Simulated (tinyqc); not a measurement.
## Polarisation charge from two barrier thicknesses

Inverse problem. Voff = phiB - dEc - q sigma d/(eps0 eb). Find sigma, phiB - dEc and the thickness at which Voff = 0.

Constants: q = 1.602176634e-19 C, eps0 = 8.8541878128e-14 F/cm where lengths are in cm. Results are converted to the units shown.

Voff at d = 15 and 29 nm (V): -6.7363969  -13.680021
eb = 9.1707000

Answer. Voff is a straight line in d: its slope is -q sigma/(eps0 eb) and its intercept phiB - dEc.

sigma = 2.51e13 cm^-2
phiB - dEc = 0.703 V
thickness for Voff = 0 = 1.42 nm

tinyqc, about 0.01 s, one thread, Intel Xeon 2.30GHz (shared host): `OMP_NUM_THREADS=1 python tinyqc.py 2180070 2180071 out.jsonl`
